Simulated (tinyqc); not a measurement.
Changing the cooling rate: thermal stress and diffusional relaxation in a metal film: Coble and Nabarro-Herring creep, cooling and holds. Computed by tinyqc, a small Python program. Command: `OMP_NUM_THREADS=1 python tinyqc.py 3010718 3010719 out.jsonl creep sweep`. One thread of a shared host (Intel(R) Xeon(R) Processor @ 2.30GHz), about 0.1 s of CPU time with the checks.

A thin film on a rigid substrate is stress-free at T0. Tension is positive and the film creeps linearly: d sigma/dt = -M (mismatch) dT/dt - sigma/tau.

Inputs (values chosen for the exercise, modelled on aluminium films on silicon):

| quantity | value | unit |
|---|---|---|
| biaxial modulus M | 105 | GPa |
| expansion mismatch | 19.5 | 1e-6/K |
| atomic volume Omega | 16.6 | angstrom^3 |
| lattice prefactor D0 | 0.00015 | m^2/s |
| lattice energy E | 1.46 | eV |
| boundary prefactor (delta D_b)0 | 5.5e-14 | m^3/s |
| boundary energy E_b | 0.883 | eV |
| grain size d | 2.1 | um |
| stress-free temperature T0 | 450 | C |
| hold temperature T | 100 | C |
| yield stress | 350 | MPa |

Constants: k_B = 1.380649e-23 J/K; k_B = 8.617333262e-05 eV/K.

Method:
- Thermoelastic slope = M x mismatch; sigma_0 = slope x (T0 - T).
- Creep rate per stress: Nabarro-Herring 14 D Omega/(k_B T d^2), Coble (14 pi) delta D_b Omega/(k_B T d^3), with D = D0 exp(-E/(k_B T)), delta D_b = (delta D_b)0 exp(-E_b/(k_B T)); 1/tau = M x (sum of both)/2 (biaxial strain rate is half the uniaxial one).
- Temperatures in kelvin are T(C) + 273.15.
- Cooling from T0 at the constant rate: d sigma/dT = -slope + sigma/(tau(T) x rate), integrated to 25 C (stiff solver, tolerance 1e-9).
- Effective stress-free temperature T_eff = 25 C + sigma/slope.

One run for each value:

| cooling rate (C/min) | stress at 25 C (MPa) | effective stress-free temperature (C) |
|---|---|---|
| 0.03 | 131.7 | 89.3 |
| 0.1 | 163.5 | 104.8 |
| 0.4 | 203.7 | 124.5 |
| 1 | 232.6 | 138.6 |
| 5 | 288.6 | 166.0 |
| 20 | 343.1 | 192.6 |
| 70 | 398.2 | 219.5 |
| 300 | 470.4 | 254.8 |
| 1000 | 538.2 | 287.9 |

Over the rows, stress at 25 C (MPa) rises from 132 to 538 (exponent d ln y / d ln x 0.18 between the first rows and 0.11 between the last). Slower cooling lets the film creep to a lower temperature before the stress freezes in.

Caution (all rows): the elastic stress exceeds the yield stress, so dislocation glide would cap it first. Caution (all rows): bulk creep laws overstate relaxation in a bonded film, and dislocation glide would cap stresses above the yield stress.
